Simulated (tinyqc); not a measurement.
Adsorption as a lattice gas: isotherms with interactions, competition, desorption peaks and saturation dose: one step, computed by the program tinyqc. Command: `OMP_NUM_THREADS=1 python tinyqc.py 3028325 3028326 out.jsonl adsorb walk`. One thread of a shared host (Intel(R) Xeon(R) Processor @ 2.30GHz), about 0.2 s of CPU time with the checks.

One adsorbate per site; a molecule needs 2 empty sites. Gas and surface have the same temperature.

Task: Dose to saturate, flat and in a hole. Without desorption or interaction, 99 % coverage needs the time 99 N_s/(2 s0 F). For a round hole of aspect ratio a in molecular flow with unit sticking (Gordon), the time is N_s/(2F) x [1 + (19/4) a + (3/2) a^2]. The larger of the two times is a rough guide.

Inputs (values chosen for the exercise, for a model surface):
```
quantity                                          value    unit
desorption energy E                                2.15      eV
prefactor nu                                    1.5e+12     1/s
site density N_s                                      5  1/nm^2
sticking coefficient s0                          0.0011       -
temperature T                                       969       K
aspect ratio a (depth over diameter) of a hole       40       -
```

Adsorption: dissociative (second order).

flux F = 1450.050 1/(nm^2 s)

Give: time on a flat surface; time for the hole.

Result:

time on a flat surface = 155.17 s

time for the hole = 4.4671 s

The surface reaction is the slower step. Caution: with k_d = nu exp(-E/(k_B T)) of these inputs desorption is not negligible over the time on a flat surface, so without interaction 99 % coverage is not reached.
